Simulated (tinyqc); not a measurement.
Inputs raised by 2 %, one at a time: oxide trap near a transistor channel: two-state multiphonon kinetics, telegraph noise and bias instability. Computed by tinyqc, a small Python program. Command: `OMP_NUM_THREADS=1 python tinyqc.py 3015073 3015074 out.jsonl oxidetrap sens`. One thread of a shared host (Intel(R) Xeon(R) Processor @ 2.30GHz), about 0.01 s of CPU time with the checks.

An n-channel device under positive gate bias. The trap is empty (state 1) or holds an electron (state 2); both states are parabolas of equal curvature, and the electron reservoir is taken at the Fermi level of the channel.

Inputs (values chosen for the exercise, with an insulator like SiO2 on silicon):

| quantity | value | unit |
|---|---|---|
| insulator constant eps_ox | 3.97 | - |
| insulator thickness t_ox | 2.5 | nm |
| trap depth x from the interface | 0.36 | nm |
| tunnel barrier phi_b | 3.06 | eV |
| tunnelling mass m_ox | 0.38 | m_0 |
| trap level above E_F at zero field E_t | 0.27 | eV |
| relaxation energy E_R | 1.2 | eV |
| oxide field F | 2.9 | MV/cm |
| attempt rate k_0 at the interface | 2e+12 | 1/s |
| temperature T | 350 | K |
| channel width W | 490 | nm |
| channel length L | 120 | nm |
| frequency f | 6000 | Hz |
| stress time t_s | 0.02 | s |
| trap density N_t | 4.9e+19 | cm^-3 eV^-1 |

Parts treated: one trap and an ensemble.

Constants: hbar^2/(2 m_0) = 3.80998212 eV angstrom^2; k_B = 8.617333262e-05 eV/K; e = 1.602176634e-19 C; eps_0 = 8.8541878128e-12 F/m.

Method:
- kappa = sqrt(2 m_ox phi_b)/hbar = sqrt(m_ox phi_b/(hbar^2/2m_0)); attenuation length lambda = 1/(2 kappa); factor exp(-x/lambda) for a rectangular barrier.
- E_21 = E_t - e F x is the energy of state 2 over state 1; barriers E_c = (E_R + E_21)^2/(4 E_R), E_e = E_c - E_21; tau_c = exp(E_c/k_B T)/(k_0 P), tau_e = exp(E_e/k_B T)/(k_0 P), P the tunnelling factor; occupation f_2 = tau_e/(tau_c + tau_e); 1/tau_0 = 1/tau_c + 1/tau_e.
- Charge-sheet step dV = e (t_ox - x)/(eps_ox eps_0 W L); Lorentzian spectrum S(f) = 4 dV^2 tau_0^2/((tau_c + tau_e)(1 + (2 pi f tau_0)^2)); corner 1/(2 pi tau_0); variance dV^2 f_2 (1 - f_2) = dV^2 tau_0/(tau_c + tau_e).
- From the zero-field occupation f(0), f(t) = f_2 + (f(0) - f_2) exp(-t/tau_0) under the field; after t_s the field is removed and f relaxes with the zero-field constants.
- McWhorter number fluctuations for traps uniform in depth and energy: S_V = e^2 k_B T N_t lambda/(W L C_ox^2 f), C_ox = eps_ox eps_0/t_ox. The number of traps within k_B T in energy and one decade in time is N_t k_B T lambda ln(10) W L.

Runs:

| input moved | from | to | capture time tau_c (s) | threshold step dV (mV) | 1/f noise S_V(f) (V^2/Hz) | half-time of recovery (s) |
|---|---|---|---|---|---|---|
| base run | - | - | 1.0490e-05 | 0.16589 | 4.9228e-11 | 7.2742e-09 |
| trap depth x from the interface (nm) | 0.36 | 0.3672 | 1.0920e-05 | 0.16533 | 4.9228e-11 | 7.8765e-09 |
| relaxation energy E_R (eV) | 1.2 | 1.224 | 1.2751e-05 | 0.16589 | 4.9228e-11 | 8.7881e-09 |
| oxide field F (MV/cm) | 2.9 | 2.958 | 1.0085e-05 | 0.16589 | 4.9228e-11 | 7.2742e-09 |
| insulator thickness t_ox (nm) | 2.5 | 2.55 | 1.0490e-05 | 0.16976 | 5.1217e-11 | 7.2742e-09 |
| tunnel barrier phi_b (eV) | 3.06 | 3.1212 | 1.0913e-05 | 0.16589 | 4.8743e-11 | 7.5679e-09 |
| stress time t_s (s) | 0.02 | 0.0204 | 1.0490e-05 | 0.16589 | 4.9228e-11 | 7.2742e-09 |
| trap density N_t (cm^-3 eV^-1) | 4.9e+19 | 4.998e+19 | 1.0490e-05 | 0.16589 | 5.0212e-11 | 7.2742e-09 |

Exponents ln(y'/y) / ln(x'/x):

| input | capture time tau_c | threshold step dV | 1/f noise S_V(f) | half-time of recovery |
|---|---|---|---|---|
| trap depth x from the interface | 2.030 | -0.170 | 0.0 | 4.017 |
| relaxation energy E_R | 9.858 | 0.000 | 0.0 | 9.547 |
| oxide field F | -1.988 | 0.000 | 0.0 | 0.000 |
| insulator thickness t_ox | 0.000 | 1.166 | 2.0 | 0.000 |
| tunnel barrier phi_b | 1.999 | 0.000 | -0.5 | 1.999 |
| stress time t_s | 0.000 | 0.000 | 0.0 | 0.000 |
| trap density N_t | 0.000 | 0.000 | 1.0 | 0.000 |

Which inputs matter most for each result?

Among the inputs moved here: capture time tau_c answers most in size to relaxation energy E_R (exponent +9.858), next to trap depth x from the interface (+2.030); its exponent is below 0.0005 for insulator thickness t_ox, stress time t_s, trap density N_t. Threshold step dV answers most in size to insulator thickness t_ox (exponent +1.166), next to trap depth x from the interface (-0.170); its exponent is below 0.0005 for relaxation energy E_R, oxide field F, tunnel barrier phi_b, stress time t_s, trap density N_t. 1/f noise S_V(f) answers most in size to insulator thickness t_ox (exponent +2.000), next to trap density N_t (+1.000); its exponent is below 0.0005 for trap depth x from the interface, relaxation energy E_R, oxide field F, stress time t_s. Its exponent +2.000 in insulator thickness t_ox: S_V goes as 1/C_ox^2. Its exponent +1.000 in trap density N_t: independent traps add in power. Half-time of recovery answers most in size to relaxation energy E_R (exponent +9.547), next to trap depth x from the interface (+4.017); its exponent is below 0.0005 for oxide field F, insulator thickness t_ox, stress time t_s, trap density N_t.
